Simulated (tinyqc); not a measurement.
Convergence with the mesh: density of states of one tight-binding band on the simple cubic lattice.

E(k) = -2 t (c1 + c2 + c3) - 4 t2 (c1 c2 + c2 c3 + c3 c1) with ci = cos(2 pi ki); k in fractions of the reciprocal vectors, mesh k_i = j/N with j = 0 .. N-1. Densities are per cell and per spin, so the band holds one state.

Each cube of the mesh, corners numbered 0 to 7 as the binary number (i j l), is cut into six tetrahedra around the diagonal 0-7: 0137, 0157, 0237, 0267, 0457, 0467. For corner energies e1 <= e2 <= e3 <= e4 and eij = ei - ej, the share of the tetrahedron below E is n = (E - e1)^3/(e21 e31 e41) for e1 < E < e2; n = [e21^2 + 3 e21 x + 3 x^2 - (e31 + e42) x^3/(e32 e42)]/(e31 e41) with x = E - e2 for e2 < E < e3; n = 1 - (e4 - E)^3/(e41 e42 e43) for e3 < E < e4; its density of states is g = dn/dE.

Gaussian broadening: g(E) = mean over the mesh of exp(-(E - E_k)^2/(2 sigma^2))/(sigma sqrt(2 pi)), n(E) = mean of erfc((E_k - E)/(sigma sqrt 2))/2.

Parameters, chosen for this exercise:
- t = 0.59 eV (nearest hopping)
- t2 = 0.09 eV (second hopping)
- E = -0.7 eV (energy at which the density is wanted)
- sigma = 0.177 eV (Gaussian width)

At the energy E; the plain count is the share of mesh points below E; the reference is the linear method with N = 36.

Results:
```
N   points  g linear  n linear  g Gaussian  n Gaussian  n plain count
4       64    0.2299    0.2616      0.0948      0.3315         0.3438
6      216    0.2305    0.2743      0.1829      0.2874         0.2778
8      512    0.2327    0.2796      0.2426      0.2999         0.2930
12    1728    0.2298    0.2834      0.1828      0.2871         0.2859
16    4096    0.2221    0.2845      0.2067      0.2866         0.2837
20    8000    0.2219    0.2848      0.2139      0.2869         0.2767
```

reference n and g: 0.2856  0.2223

The linear n(E) stays within 0.002 of the reference from N = 16 on. The Gaussian g still moves by more than 1 % between the last two meshes. At the last mesh it lies -0.008 1/eV from the reference g and the linear g 0.000. The plain count errs by -0.0088 at the last mesh.

tinyqc: `OMP_NUM_THREADS=1 python tinyqc.py 1650345 1650346 out.jsonl`; about 0.3 s, one thread, shared Intel(R) Xeon(R) Processor @ 2.30GHz.
